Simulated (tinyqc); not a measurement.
Frequency dispersion of an accumulation capacitance by border traps, distributed model: capacitance and loss against frequency.

Traps spread evenly through the insulator exchange electrons with the semiconductor by tunnelling, with tau(x) = t0 exp(2 ka x) at depth x from the interface. The admittance per area Y seen at depth x obeys dY/dx = -Y^2/(i w eps0 eox) + q Nb ln(1 + i w tau)/tau, with Y(0) = i w Cs and w = 2 pi f; the gate sees Y(tox) = G + i w C. Working variable y = Y/(i w), in uF/cm^2. Cox = eps0 eox/tox.

Cox; trap-free value 1/(1/Cox + 1/Cs); response depth d = ln(1/(w t0))/(2 ka), where w tau = 1; lumped estimate: all traps within d act as C_bt = q Nb d placed at d/2, so C = 1/{1/[1/(1/Cs + d/(2 eps0 eox)) + C_bt] + (tox - d/2)/(eps0 eox)}. C and G from a fine integration; dispersion -d C/d log10 f over C, from f times and over 1.1. For a broad spread of time constants G/w is close to -(pi/2) dC/d ln w.

Values chosen for this exercise; permittivity close to that of aluminium oxide: relative permittivity of the insulator eox = 8.67; insulator thickness tox = 12 nm; semiconductor capacitance in accumulation Cs = 1.2 uF/cm^2; density of border traps Nb = 5.7e18 cm^-3 eV^-1; decay constant of the wave function in the insulator ka = 4.7 1/nm; time constant of a trap at the interface t0 = 8e-11 s.

Constants: q = 1.602176634e-19 C, eps0 = 8.8541878128e-14 F/cm where lengths are in cm. Results are converted to the units shown.

The same in every row: trap-free C (uF/cm^2) = 0.4173.

Capacitance and loss against frequency:
```
f (Hz)  d (nm)  C (uF/cm^2)  G/w (uF/cm^2)  dispersion (% a decade)  -(pi/2) dC/d ln w (uF/cm^2)  lumped C (uF/cm^2)
10       2.033       0.4467       0.002775                   0.9105                     0.002775              0.4445
100      1.788       0.4427       0.002659                   0.8803                     0.002659              0.4407
1000     1.543       0.4389       0.002546                   0.8501                     0.002545              0.4371
10000    1.298       0.4353       0.002435                   0.8200                     0.002435              0.4336
1e5      1.053       0.4318       0.002327                   0.7900                     0.002327              0.4302
1e6     0.8080       0.4284       0.002221                   0.7600                     0.002221              0.4270
1e7     0.5631       0.4253       0.002116                   0.7301                     0.002118              0.4239
```

What does the comparison show?

C falls from 0.4467 to 0.4253 uF/cm^2, towards the trap-free 0.4173; each decade of frequency removes ln 10/(2 ka) = 0.245 nm from the response depth. The dispersion falls from 0.911 to 0.730 % a decade and G/w falls from 0.00278 to 0.00212 uF/cm^2. G/w lies between 0.999 and 1.00 times -(pi/2) dC/d ln w, the relation for a broad spread of time constants.

Computed by the program tinyqc: `OMP_NUM_THREADS=1 python tinyqc.py 2202209 2202210 out.jsonl`, one thread of a shared Intel Xeon 2.30GHz, about 0.7 s for the whole run.
